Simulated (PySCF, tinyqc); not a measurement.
Inside a calculation. Method: CISD on RHF in the 3-21g basis, for H2, spin multiplicity 1. The lowest restricted solution is unstable here: a spin-polarised one lies 0.0008 hartree lower (PySCF). One step of it, computed by the program tinyqc.

Question. CISD: determinants and Hamiltonian. Slater-Condon rules over spin orbitals, with the nuclear repulsion added and E(HF) subtracted on the diagonal. Only determinants linked to the reference directly or through others are kept (one block of an abelian symmetry group), so some states are absent.

one-electron integrals over orbitals h = C^T H C (hartree):
```
           1          2          3         4
1  -0.999129   0.000000  -0.106487  0.000000
2   0.000000  -0.649357   0.000000  0.172030
3  -0.106487   0.000000   0.247535  0.000000
4   0.000000   0.172030   0.000000  0.241456
```

Two-electron integrals over orbitals (pq|rs), unique and non-zero (hartree):
```
(11|11) 0.525056    (21|21) 0.132351    (22|11) 0.453900    (22|22) 0.430073
(31|11) 0.106487    (31|22) 0.080001    (31|31) 0.082677    (32|21) 0.043217
(32|32) 0.054013    (33|11) 0.504993    (33|22) 0.444893    (33|31) 0.123223
(33|33) 0.522582    (41|21) -0.074943   (41|32) -0.066046   (41|41) 0.089127
(42|11) -0.123486   (42|22) -0.084268   (42|31) -0.079907   (42|33) -0.136111
(42|42) 0.087385    (43|21) -0.151677   (43|32) -0.079616   (43|41) 0.120391
(43|43) 0.216259    (44|11) 0.523390    (44|22) 0.464460    (44|31) 0.146394
(44|33) 0.544902    (44|42) -0.151666   (44|44) 0.580182
```

nuclear repulsion = 0.42848357 hartree

Hartree-Fock energy = -1.04471967 hartree

Give: determinants; H - E(HF) between determinants.

Answer.

Occupation strings over the orbitals (2 doubly, a alpha, b beta, 0 empty; spin orbitals ordered 1a 1b 2a 2b ...): 2000 a0b0 b0a0 0200 0a0b 0020 0b0a 0002

H - E(HF) between determinants (hartree):
```
         2000     a0b0     b0a0     0200     0a0b     0020     0b0a     0002
2000   0.0000   0.0000   0.0000   0.1324  -0.0749   0.0827   0.0749   0.0891
a0b0   0.0000   1.2266  -0.0827   0.0432  -0.1517   0.0167   0.0660   0.1204
b0a0   0.0000  -0.0827   1.2266  -0.0432   0.0660  -0.0167  -0.1517  -0.1204
0200   0.1324   0.0432  -0.0432   0.6046   0.0878   0.0540  -0.0878   0.0874
0a0b  -0.0749  -0.1517   0.0660   0.0878   1.5298  -0.0796  -0.0874   0.0204
0020   0.0827   0.0167  -0.0167   0.0540  -0.0796   2.4909   0.0796   0.2163
0b0a   0.0749   0.0660  -0.1517  -0.0878  -0.0874   0.0796   1.5298  -0.0204
0002   0.0891   0.1204  -0.1204   0.0874   0.0204   0.2163  -0.0204   2.5363
```
